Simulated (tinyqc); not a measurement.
MOSFET with velocity saturation and source resistance: one step of the calculation.

Strong inversion, charge Q = Cox (Vg - m V) at channel potential V with Vg the gate overdrive, and drift velocity v = mu E/(1 + mu E/vsat). Integrating along the channel gives I = mu Cox (1/L)(Vg Vd - m Vd^2/2)/(1 + Vd/Vc) per width, Vc = vsat L/mu, which peaks at Vdsat. Units: I in uA/um, Rs in ohm um, so the drop over Rs is 1e-6 I Rs volts.

Question. Saturation without source resistance. Vg = Vgs - VT (0 if negative), mu = mu0/(1 + th Vg), Vc = vsat L/mu, x = sqrt(1 + 2 Vg/(m Vc)), Vdsat = 2 Vg/(m (1 + x)), Isat = Cox vsat Vg (x - 1)/(x + 1) per width. Long-channel limit: mu Cox Vg^2/(2 m L); short-channel limit: Cox vsat Vg.

Parameters, values chosen for the exercise: gate capacitance Cox = 1.86 uF/cm^2; mobility at low gate voltage mu0 = 250 cm^2/(V s); mobility degradation th = 0.6 1/V; saturation velocity vsat = 6.8e6 cm/s; body factor m = 1.44; threshold VT = 0.69 V; channel length L = 1 um; gate voltage Vgs = 2.5 V.

Find: Vg; mu; Vc; Vdsat; Isat; long-channel limit; short-channel limit.

Answer.

Vg = 1.8100 V
mu = 119.85 cm^2/(V s)
Vc = 5.6739 V
Vdsat = 1.1420 V
Isat = 209.32 uA/um
long-channel limit = 253.57 uA/um
short-channel limit = 2289.3 uA/um

Computed by the program tinyqc: `OMP_NUM_THREADS=1 python tinyqc.py 2500124 2500125 out.jsonl`, one thread of a shared Intel Xeon 2.30GHz, about 0.01 s for the whole run.
